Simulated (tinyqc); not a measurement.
# p-i-n power rectifier, conductivity modulation at high injection, step by step

Numbers from tinyqc (`OMP_NUM_THREADS=1 python tinyqc.py 2230007 2230008 out.jsonl`; about 0.01 s on one thread of a shared Intel Xeon 2.30GHz). Printed values are rounded.

A drift layer from x = -d to d (2 d = W) between ideal p+ and n+ emitters (no recombination in them). High injection, n = p, ambipolar diffusion with one lifetime; both mobilities scale as (T/300 K)^(-bt).

Parameters, values chosen for the exercise; bulk values close to those of silicon: temperature T = 300 K; relative permittivity eps_r = 12.1; critical-field constant Kc = 3940 V/cm per (cm^-3)^(1/8); rated breakdown voltage of the drift layer BV = 1200 V; drift mobility at 300 K mud = 1190 cm^2/(V s); temperature exponent of the drift mobility bt = 2.5; hole mobility at 300 K mup = 438 cm^2/(V s); band gap Eg = 1.15 eV; conduction-band density of states at T Nc = 2.8e19 cm^-3; valence-band density of states at T Nv = 2.65e19 cm^-3; forward current density J = 200 A/cm^2; high-level lifetime tau = 3.5e-7 s.

Constants: q = 1.602176634e-19 C, kB = 1.380649e-23 J/K, Vt = kB T/q, eps0 = 8.8541878128e-14 F/cm where lengths are in cm. Results are converted to the units shown.

## Drift layer

Triangular field at breakdown with Ec = Kc N^(1/8): BV = eps0 eps_r Ec^2/(2 q N), so N = (eps0 eps_r Kc^2/(2 q BV))^(4/3); W = 2 BV/Ec; mu = mud (T/300 K)^(-bt); rho = 1/(q mu N); ideal resistance rho W.

N = 1.51824e14 cm^-3
Ec = 0.233434 MV/cm
W = 102.813 um
mu = 1190 cm^2/(V s)
rho = 34.5464 ohm cm
ideal resistance = 355.181 mohm cm^2

## Carrier profile

Da = 2 mun mup Vt/(mun + mup), La = sqrt(Da tau), B = (mun - mup)/(mun + mup) with mun = mud (T/300 K)^(-bt), mup likewise; n(x) = (tau J/(2 q La)) [cosh(x/La)/sinh(d/La) - B sinh(x/La)/cosh(d/La)]. 9 equal steps.

Da = 16.5535 cm^2/s
La = 24.0702 um
B = 0.461916

```
point    x (um)   n (cm^-3)
0      -51.4064  1.34094e17
1      -39.9828  8.41222e16
2      -28.5591  5.34564e16
3      -17.1355  3.50589e16
4       -5.7118  2.47076e16
5        5.7118  2.00268e16
6       17.1355  1.99421e16
7       28.5591  2.44342e16
8       39.9828  3.45340e16
9       51.4064  5.25595e16
```

d/La = 2.14. The lowest density on the grid is 131 times the drift doping.

## Forward voltage and stored charge

Ohmic drop: integral of J/(q (mun + mup) n); diffusion (Dember) drop Vt B ln(n(-d)/n(d)); both junctions together Vt ln(n(-d) n(d)/ni^2), ni = sqrt(Nc Nv) exp(-Eg/(2 Vt)), Eg in volts; V_F = the sum; stored charge q times the integral of n. Trapezoid rule; mun and mup scale as (T/300 K)^(-bt).

ohmic drop = 0.247709 V
diffusion drop = 0.0111844 V
junction drops = 0.851038 V
V_F = 1.10993 V
stored charge = 71.3090 uC/cm^2

A fine grid gives V_F = 1.111 V and the stored charge J tau = 70.00 uC/cm^2. Without modulation the drift layer alone would drop J rho W = 71.0 V, 274 times the ohmic and diffusion drops together.
